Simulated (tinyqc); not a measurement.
Recursion (Haydock) method for the local density of states: surface site of a square lattice: sweeps and comparisons. A value that a table varies takes the place of the one given here.

One orbital a site at energy 0, hopping -t to the 4 nearest neighbours of a square lattice; the start u0 is a site in the outermost layer of a half crystal, with energy V. Recursion: a_n = <u_n|H|u_n>, b_(n+1) u_(n+1) = (H - a_n) u_n - b_n u_(n-1), b > 0. G(z) = 1/(z - a0 - b1^2/(z - a1 - b2^2/(...))), z = E + i eta. After n levels the tail is b_n^2 T with the square-root terminator T = (z - sqrt(z - 2b) sqrt(z + 2b))/(2 b^2), b = 2t so that the band edges lie at -/+ 4t.

Reference: the closed form for a chain (bulk 1/sqrt(z^2 - 4t^2), end site (z - sqrt(z^2 - 4t^2))/(2t^2)), averaged over 400 points (j + 1/2) pi/400 in each remaining direction with z shifted by 2t cos k, then G/(1 - V G).

Values chosen for the exercise:
```
symbol  value  unit  meaning
t       1.13   eV    hopping
V       0      eV    shift of the starting site
eta     0.056  eV    broadening
n       5            levels kept
E       -1.33  eV    energy
```

## How many levels, and whether to terminate

Energies as fractions of the half width 4t.

Density (1/eV):
```
fraction  E (eV)  2 levels  4 levels  7 levels  7, no terminator  reference
-1.10     -4.972    0.0017    0.0017    0.0017            0.0017     0.0017
-0.90     -4.068    0.0287    0.0273    0.0290            0.1207     0.0285
-0.60     -2.712    0.0988    0.0980    0.0989            0.0215     0.0989
-0.35     -1.582    0.1494    0.1457    0.1452            0.9337     0.1446
-0.15     -0.678    0.1665    0.1693    0.1682            0.0172     0.1688
0.00       0.000    0.1695    0.1734    0.1765            1.6709     0.1759
0.15       0.678    0.1665    0.1693    0.1682            0.0172     0.1688
0.35       1.582    0.1494    0.1457    0.1452            0.9337     0.1446
0.60       2.712    0.0988    0.0980    0.0989            0.0215     0.0989
0.90       4.068    0.0287    0.0273    0.0290            0.1207     0.0285
1.10       4.972    0.0017    0.0017    0.0017            0.0017     0.0017
```

Largest errors against the reference: 0.0065 (2 levels), 0.0025 (4), 0.0007 (7) and 1.495 without terminator, which leaves seven broadened spikes in place of a band. With seven levels the error is largest at E = -1.58 and 1.58 eV.

## What each setting does

G at z = E + i eta with n levels and terminator. Each row changes one parameter from the base and keeps the others.

Results:
```
case            Re G (1/eV)  density (1/eV)
base                -0.2137          0.1517
t = 1.243 eV        -0.1807          0.1411
V = 0.5 eV          -0.2731          0.1183
n = 6               -0.2194          0.1527
E = -1.1 eV         -0.1841          0.1579
eta = 0.112 eV      -0.2089          0.1495
```

The largest shifts from the base row, up to three for each result and ties (the steps differ in size, so this ranks the rows, not the parameters). Re G (1/eV): V -0.0594, t +0.0330, E +0.0296. density (1/eV): V -0.0334, t -0.0106, E +0.0062.

Program tinyqc; command `OMP_NUM_THREADS=1 python tinyqc.py 1450531 1450532 out.jsonl`; about 0.01 s on one thread of a shared Intel(R) Xeon(R) Processor @ 2.30GHz.
